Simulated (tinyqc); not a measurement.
What each parameter does: alloy A(1-x)B(x) by interpolation with bowing.

Each gap follows E(x) = (1 - x) E_A + x E_B - C x (1 - x); the lattice constant follows Vegard, a(x) = (1 - x) a_A + x a_B.

Mass at Gamma from the Kane formula 1/m = F + Ep (Eg + 2 Dso/3)/(Eg (Eg + Dso)). F is fixed by the masses of A and B and interpolated linearly, as is Ep; Eg and Dso carry their bowing.

Values chosen for the exercise (A near GaAs, B near GaSb; not measured data):
- Eg = (1.513, 0.811) eV (gap at Gamma to the s-like level of A, B)
- EgX = (1.976, 1.154) eV (gap to the lowest valley along Gamma-X of A, B)
- EgL = (1.837, 0.869) eV (gap to L of A, B)
- C = (1.216, 1.28, 1.021) eV (bowing of the Gamma, X and L gaps)
- x = 0.15 (fraction of B)
- Dso = (0.344, 0.765) eV (spin-orbit splitting of A, B)
- Ep = (25.4, 27.3) eV (Kane energy of A, B)
- me = (0.0677, 0.0388) m0 (electron mass at Gamma of A, B)
- Cs = 0.47 eV (bowing of Dso)

Gaps at x and the Kane mass.

Results for these values:

| case | Gamma (eV) | X (eV) | L (eV) | mass (m0) |
|---|---|---|---|---|
| base | 1.2527 | 1.6895 | 1.5616 | 0.0561 |

What happens to each result for C = (1.316, 1.38, 1.121) eV, all else kept?

Answer: Gamma falls from 1.2527 to 1.2399; X falls from 1.6895 to 1.6767; L falls from 1.5616 to 1.5489; mass falls from 0.0561 to 0.0555.

The same for each parameter in turn:

| case | Gamma (eV) | X (eV) | L (eV) | mass (m0) |
|---|---|---|---|---|
| base | 1.2527 | 1.6895 | 1.5616 | 0.0561 |
| x = 0.11 | 1.3167 | 1.7603 | 1.6306 | 0.0589 |
| C = (1.316, 1.38, 1.121) eV | 1.2399 | 1.6767 | 1.5489 | 0.0555 |
| Eg = (1.589, 0.811) eV | 1.3173 | 1.6895 | 1.5616 | 0.0570 |
| EgX = (1.976, 1.096) eV | 1.2527 | 1.6808 | 1.5616 | 0.0561 |
| EgL = (1.745, 0.869) eV | 1.2527 | 1.6895 | 1.4834 | 0.0561 |
| Ep = (27.9, 30) eV | 1.2527 | 1.6895 | 1.5616 | 0.0557 |
| Cs = 0.52 eV | 1.2527 | 1.6895 | 1.5616 | 0.0560 |

(tinyqc, `OMP_NUM_THREADS=1 python tinyqc.py 1080916 1080917 out.jsonl`, Intel(R) Xeon(R) Processor @ 2.30GHz, 1 thread, shared host, about 0.01 s.)
